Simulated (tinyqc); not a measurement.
## Ballast resistance and gain from the on-state line

Problem. At high current V = BV (1 + be)^(-1/n) + I Ro. Find Ro, the intercept and be.

Parameters, values chosen for the exercise:
```
symbol,value,unit,meaning
BV,8.6,V,junction breakdown voltage
n,4.5,,exponent of the multiplication
```

V at I = 5 and 9.9 mA/um (V): [7.2870769, 7.8260769]

Answer. The slope is Ro; the intercept over BV is (1 + be)^(-1/n).

Ro = 110 ohm um
intercept = 6.74 V
be = 2.00

Program tinyqc, `OMP_NUM_THREADS=1 python tinyqc.py 2670044 2670045 out.jsonl`; Intel Xeon 2.30GHz, shared host, one thread, about 0.01 s.
